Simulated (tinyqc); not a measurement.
# Changing the anneal temperature

Model: implant damage, amorphisation by cascade overlap, and solid-phase epitaxial regrowth. Computed by tinyqc, a small Python program. Command: `OMP_NUM_THREADS=1 python tinyqc.py 3111242 3111243 out.jsonl sper sweep`. One thread of a shared host (Intel(R) Xeon(R) Processor @ 2.30GHz), about 0.01 s of CPU time with the checks.

Range and width of the damage are inputs. Dynamic annealing enters only through the surviving share f.

Inputs (values chosen for the exercise, modelled on antimony ions in germanium):
```
quantity                           value    unit
atomic density N                    44.2  1/nm^3
ion Z1                                51       -
ion mass M1                        121.8       u
target Z2                             32       -
target mass M2                     72.63       u
ion energy E                         110     keV
displacement energy E_d               17      eV
depth of the damage peak R_d          37      nm
width of the damage profile s_d       25      nm
share of defects that survive f     0.47       -
critical displaced share x_c       0.085       -
dose Q                           6.6e+14  1/cm^2
regrowth prefactor v0            3.6e+16    nm/s
regrowth energy E_a                 2.16      eV
rate relative to (100)                 1       -
peak enhancement by the dopant       9.7       -
```

Constants: a_0 = 0.529177210903 angstrom; e^2/(4 pi eps_0) = 14.39964548 eV angstrom; k_B = 8.617333262e-05 eV/K.

Method:
- Robinson partition: eps = E a M2/(Z1 Z2 (e^2/(4 pi eps_0)) (M1 + M2)), a = 0.8853 a_0/sqrt(Z1^(2/3) + Z2^(2/3)); k = 0.0793 Z1^(2/3) Z2^(1/2) (M1 + M2)^(3/2)/((Z1^(2/3) + Z2^(2/3))^(3/4) M1^(3/2) M2^(1/2)); damage energy T_d = E/(1 + k (eps + 0.40244 eps^(3/4) + 3.4008 eps^(1/6))); displacements nu = 0.8 T_d/(2 E_d).
- Displaced share x(z) = f nu Q exp(-(z - R_d)^2/(2 s_d^2))/(sqrt(2 pi) s_d N); the layer is amorphous where x > x_c, between R_d -/+ s_d sqrt(2 ln(x_max/x_c)), the upper edge being cut at the surface. Threshold dose Q_c = Q x_c/x_max.
- v = v0 x orientation factor x exp(-E_a/(k_B T)) x [1 + (enhancement - 1) exp(-(z - R_d)^2/(2 s_d^2))], T = anneal temperature + 273.15 K; the dopant is taken to follow the damage profile; the lower front moves from the lower edge z2 to the surface, or to the middle (z1 + z2)/2 of a buried layer with upper edge z1; time = int dz/v; the equivalent undoped distance is that time times the undoped velocity.

One run for each value:
```
anneal temperature (C)  undoped velocity (nm/s)  time with enhancement (s)  time without enhancement (s)
235                                   1.360e-05                  1.719e+06                     7.375e+06
265                                   2.128e-04                  1.099e+05                     4.715e+05
295                                   2.489e-03                  9.393e+03                     4.031e+04
325                                   2.275e-02                  1.028e+03                     4.410e+03
355                                   1.683e-01                  1.389e+02                     5.960e+02
385                                   1.038e+00                  2.253e+01                     9.667e+01
415                                   5.460e+00                  4.282e+00                     1.837e+01
445                                   2.500e+01                  9.350e-01                     4.012e+00
505                                   3.688e+02                  6.339e-02                     2.720e-01
```

Give the missing row, anneal temperature (C) = 475.

Computed row:
```
anneal temperature (C)  undoped velocity (nm/s)  time with enhancement (s)  time without enhancement (s)
475                                   1.014e+02                  2.307e-01                     9.898e-01
```

Interpolating between the two neighbouring rows (linearly) misses by up to 120 %. Over the rows, undoped velocity (nm/s) rises from 1.36e-5 to 369; time with enhancement (s) falls from 1.72e6 to 0.0634; time without enhancement (s) falls from 7.37e6 to 0.272.
